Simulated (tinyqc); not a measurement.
Resistance of a tapered via with liner, size effect and interface: two steps of the calculation.

A round via whose diameter grows from db at the bottom as D(z) = db + 2 z/tan(ang). The fill, of diameter D - 2 tl, starts above the bottom liner (thickness fb tl) and has rho = rho0 (1 + ks lam/(D - 2 tl)); the sidewall liner conducts in parallel with it. The bottom liner and the interface are crossed over the full area pi db^2/4. Spreading in the lines above and below is left out.

Parameters, values chosen for the exercise; fill metal close to copper: diameter at the bottom db = 20 nm; height hv = 40 nm; sidewall angle ang = 87 degrees; bulk resistivity of the fill rho0 = 1.65 uohm cm; mean free path of the fill lam = 39.4 nm; size-effect factor ks = 0.9; liner on the sidewall tl = 2.5 nm; liner at the bottom over that on the sidewall fb = 0.7; resistivity of the liner rl = 430 uohm cm; interface resistivity at the bottom ri = 1.2e-12 ohm cm^2; ballistic conductance per area, about 3/(4 rho0 lam) Sb = 1.1e15 S/m^2.

Problem 1. Slices of the via. Slices between z0 = fb tl and hv, evaluated at their midpoints: conductance per length pi/4 [(D - 2 tl)^2/rho + (D^2 - (D - 2 tl)^2)/rl], slice resistance = slice height over that. 7 slices.

Give: z; D; rho; slice resistance.

Solution 1.

```
slice  z (nm)  D (nm)  rho (uohm cm)  slice resistance (ohm)
0      4.4821  20.470         5.4321                  1.5644
1      9.9464  21.043         5.2971                  1.4194
2      15.411  21.615         5.1714                  1.2925
3      20.875  22.188         5.0541                  1.1810
4      26.339  22.761         4.9443                  1.0825
5      31.804  23.334         4.8414                 0.99518
6      37.268  23.906         4.7447                 0.91745
```

Problem 2. Total resistance. R_fill = sum of the slices; R_bottom = rl fb tl/(pi db^2/4); R_interface = ri/(pi db^2/4); ballistic (Sharvin) limit 1/(Sb pi (db - 2 tl)^2/4); ideal cylinder rho0 hv/(pi db^2/4).

slice resistance, slice 0 to 6 (ohm): 1.5643907  1.4193814  1.2925114  1.1809815  1.0824998  0.99517689  0.91744535

Wanted: parts; R; shares; ballistic limit; ideal cylinder.

Solution 2.

parts (ohm): fill 8.4524, bottom liner 23.953, interface 0.38197
R = 32.787 ohm
shares (%): fill 25.780, bottom liner 73.055, interface 1.165
ballistic limit = 5.1444 ohm
ideal cylinder = 2.1008 ohm

The bottom liner is the largest part, and R is 15.6 times the ideal cylinder. With 2000 slices R = 32.791 ohm.

Numbers from tinyqc (`OMP_NUM_THREADS=1 python tinyqc.py 2750167 2750168 out.jsonl`; about 0.01 s on one thread of a shared Intel Xeon 2.30GHz).
